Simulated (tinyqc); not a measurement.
## Abrupt p-n junction, non-linear Poisson equation by Newton steps: effect of temperature

One dimension, p side on the left, n side on the right; net doping C = -Na for x < 0 and +Nd for x > 0. The potential psi is counted from the intrinsic level, and the quasi-Fermi potentials are flat: 0 for holes and -V for electrons, so n = ni exp((psi + V)/Vt) and p = ni exp(-psi/Vt) (Boltzmann statistics, full ionisation, no current). Under reverse bias this makes the minority densities vanishingly small everywhere; they play no part in the charge.

Nc and Nv are given at 325 K and scale as (T/325 K)^1.5; Eg and eps_r are held fixed and ionisation stays complete. ni = sqrt(Nc Nv) exp(-Eg/(2 Vt)), Eg in volts. Depletion approximation: Vbi = Vt ln(Na Nd/ni^2), W = sqrt(2 eps0 eps_r (Vbi - V)(1/Na + 1/Nd)/q), xp = W Nd/(Na + Nd), xn = W Na/(Na + Nd), peak field 2 (Vbi - V)/W, capacitance eps0 eps_r/W. Exact first integral for an abrupt junction with thick neutral sides: psi_p = -Vt ln(Na/ni), psi_n = Vt ln(Nd/ni) - V, psi_j = (Nd psi_n + Na psi_p - Vt (Nd - Na))/(Na + Nd) at the junction, n_j = ni exp((psi_j + V)/Vt), p_j = ni exp(-psi_j/Vt), and E_j^2 = (2 q/(eps0 eps_r)) [Nd (psi_n - psi_j - Vt) + Vt (n_j + p_j)] (minority densities of the neutral sides neglected).

Values chosen for this exercise; band and dielectric values close to those of silicon: band gap Eg = 1.14 eV; relative permittivity eps_r = 11.6; conduction-band density of states at the reference temperature Nc = 3.22e19 cm^-3; valence-band density of states at the reference temperature Nv = 2.98e19 cm^-3; acceptor density of the p side Na = 5.7e17 cm^-3; donor density of the n side Nd = 1.9e18 cm^-3; bias of the p side against the n side V = -1.6 V.

Constants: q = 1.602176634e-19 C, kB = 1.380649e-23 J/K, Vt = kB T/q, eps0 = 8.8541878128e-14 F/cm where lengths are in cm. Results are converted to the units shown.

The same in every row: share of W on the n side (%) = 23.077.

Effect of temperature:

| T (K) | ni (cm^-3) | Vbi (V) | W (nm) | peak field, depletion (kV/cm) | peak field, exact (kV/cm) |
|---|---|---|---|---|---|
| 200 | 64772 | 1.0481 | 87.997 | 601.87 | 597.94 |
| 240 | 2.1089e7 | 1.0185 | 87.502 | 598.49 | 593.74 |
| 280 | 1.3627e9 | 0.98703 | 86.976 | 594.89 | 589.31 |
| 320 | 3.1903e10 | 0.95414 | 86.421 | 591.09 | 584.67 |
| 360 | 3.7846e11 | 0.91994 | 85.841 | 587.12 | 579.85 |
| 400 | 2.7837e12 | 0.88459 | 85.236 | 582.99 | 574.84 |
| 440 | 1.4441e13 | 0.84821 | 84.610 | 578.70 | 569.67 |
| 480 | 5.7589e13 | 0.81089 | 83.963 | 574.28 | 564.34 |

Read the table: what changes, and by how much?

ni rises from 64800 to 5.76e13 cm^-3, while Vbi falls from 1.05 to 0.811 V, on average -0.847 mV/K; W falls from 88.0 to 84.0 nm. The depletion field is 0.66 % above the exact one in the first row and 1.8 % above it in the last.

Computed by the program tinyqc: `OMP_NUM_THREADS=1 python tinyqc.py 2000143 2000144 out.jsonl`, one thread of a shared Intel Xeon 2.30GHz, about 0.05 s for the whole run.
